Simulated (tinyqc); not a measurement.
Number of periods: periodic multilayer mirror for extreme ultraviolet light.

s polarisation, vacuum above. q_j = sqrt(N_j^2 - sin^2 theta); interface r_jk = (q_j - q_k)/(q_j + q_k) exp(-2 (2 pi/lam)^2 q_j q_k sg^2) (Nevot-Croce; sg = 0 if not given); phase factor of a layer x_j = exp(4 pi i q_j d_j/lam). Each period has the spacer (thickness (1 - Gm) L) on top of the absorber (Gm L). In this recursion R is the amplitude; R in tables and results is the reflectance, its squared modulus. The substrate is of the spacer material. Starting with R = 0 in it, each interface upward gives R -> (r + R x)/(1 + r R x), x that of the layer below the interface (1 for the substrate).

Parameters, chosen for this exercise (optical constants near those of Mo and Si at 13.5 nm; shifted at random, so the results belong to these values and not to a real crystal):

| symbol | value | unit | meaning |
|---|---|---|---|
| lam | 13.5 | nm | wavelength |
| dA | (0.0738, 0.00692) |  | delta and beta of the absorber, N = 1 - delta + i beta |
| dS | (0.0009, 0.00179) |  | delta and beta of the spacer and the substrate |
| L | 6.87 | nm | period |
| Gm | 0.3 |  | absorber share of the period |
| theta | 3 | degrees | angle from the normal |
| sg | 0.5 | nm | interface roughness |

The last column sets both beta to zero.

Reflectance:

| periods | R | R without absorption |
|---|---|---|
| 5 | 0.061 | 0.067 |
| 10 | 0.195 | 0.235 |
| 15 | 0.338 | 0.433 |
| 20 | 0.454 | 0.609 |
| 30 | 0.595 | 0.835 |
| 40 | 0.654 | 0.936 |
| 50 | 0.676 | 0.976 |
| 60 | 0.684 | 0.991 |
| 80 | 0.689 | 0.999 |
| 100 | 0.689 | 1.000 |

R reaches 0.654 at 40 periods and 0.689 at 100; it stays within 0.01 of the last value from 60 periods on. Without absorption the last value is 1.000: absorption, not the count of layers, caps the mirror, and the roughness, which weakens each reflection, lowers that cap further.

Program tinyqc; command `OMP_NUM_THREADS=1 python tinyqc.py 1651633 1651634 out.jsonl`; about 0.01 s on one thread of a shared Intel(R) Xeon(R) Processor @ 2.30GHz.
